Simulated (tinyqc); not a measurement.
## Haynes-Shockley experiment: what a collector records, against the sweep field along the drift

A sheet injected at x = 0, t = 0 gives at x = L the signal n(t) = N0 exp(-t/tau - (L - v t)^2/(4 D t))/sqrt(4 pi D t), D = mu Vt, v = mu F. Its peak lies at tp = [-D + sqrt(D^2 + u^2 L^2)]/u^2, u^2 = v^2 + 4 D/tau; dt is the full width at half height. Simple readings: mobility L/(F tp), diffusion coefficient (L dt/tp)^2/(16 ln 2 tp). Area v times the integral of n over N0: (v/u) exp(L (v - u)/(2 D)).

Inputs (values chosen for the exercise):
- T = 300 K (temperature)
- mu = 7870 cm^2/(V s) (minority-carrier mobility)
- tau = 5.3e-9 s (lifetime)
- L = 27 um (distance from injector to collector)

Constants: q = 1.602176634e-19 C, kB = 1.380649e-23 J/K, Vt = kB T/q. Results are converted to the units shown.

Haynes-Shockley experiment: what a collector records, against the sweep field along the drift:

| F (V/cm) | L/v (us) | tp (us) | dt (us) | apparent mobility (cm^2/(V s)) | apparent D (cm^2/s) | area | exp(-L/(v tau)) |
|---|---|---|---|---|---|---|---|
| 12 | 0.028590 | 0.0055623 | 0.0085620 | 40451 | 280.01 | 0.030225 | 0.0045426 |
| 21 | 0.016337 | 0.0053227 | 0.0079484 | 24155 | 275.39 | 0.069221 | 0.045848 |
| 37 | 0.0092723 | 0.0047423 | 0.0065554 | 15388 | 264.85 | 0.16138 | 0.17386 |
| 64 | 0.0053605 | 0.0037607 | 0.0044877 | 11218 | 248.90 | 0.32337 | 0.36370 |
| 110 | 0.0031189 | 0.0026249 | 0.0025315 | 9350.8 | 232.90 | 0.51983 | 0.55518 |
| 190 | 0.0018057 | 0.0016636 | 0.0012443 | 8542.0 | 221.04 | 0.69195 | 0.71128 |
| 340 | 0.0010090 | 9.7096e-4 | 5.4503e-4 | 8178.7 | 213.31 | 0.81874 | 0.82664 |
| 590 | 5.8148e-4 | 5.7013e-4 | 2.4281e-4 | 8026.7 | 209.11 | 0.89309 | 0.89609 |

True values: mu = 7870 cm^2/(V s), D = 203 cm^2/s. The apparent mobility is 5.14 times the true one in the first row and 2.0 % above it in the last, and the apparent D 38 % above and 2.8 % above D. The peak always comes before L/v, since spreading and decay both weigh down the later part of the signal; the shift is 81 % and 2.0 % in these rows.

Computed by the program tinyqc: `OMP_NUM_THREADS=1 python tinyqc.py 2310001 2310002 out.jsonl`, one thread of a shared Intel Xeon 2.30GHz, about 0.01 s for the whole run.
